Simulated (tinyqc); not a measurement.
Permeation of metal atoms or ions through a thin barrier or dielectric: time lag, field-aided drift and lifetime: one step, computed by the program tinyqc.

The film 0 < x < d is empty at first; C = C0 at x = 0 and C = 0 at x = d. dC/dt = D d2C/dx2 - v dC/dx with drift v = D z e V/(k_B T d) (uniform field, no space charge).

Problem. Steady flux and time lag. Steady flux J = (D C0/d) P/(1 - exp(-P)); time lag in units of d^2/D: s_L = [P (1 + exp(-P))/(1 - exp(-P)) - 2]/P^2 (P = 0: J = D C0/d, s_L = 1/6).

Inputs (values chosen for the exercise, for a model case: singly charged ions through a dielectric): thickness d = 16 nm; concentration at the source side C0 = 3.6e+15 1/cm^3; test temperature T = 175 C.

Peclet number P = 2.097436

diffusivity D = 1.171491e-15 cm^2/s

time scale d^2/D = 2185.250 s

Give: flux relative to D C0/d; steady flux J; time lag s_L; time lag.

Solution.

flux relative to D C0/d = 2.3910

steady flux J = 6.3023e+06 1/(cm^2 s)

time lag s_L = 0.15560

time lag = 340.02 s

Drift and diffusion both act.
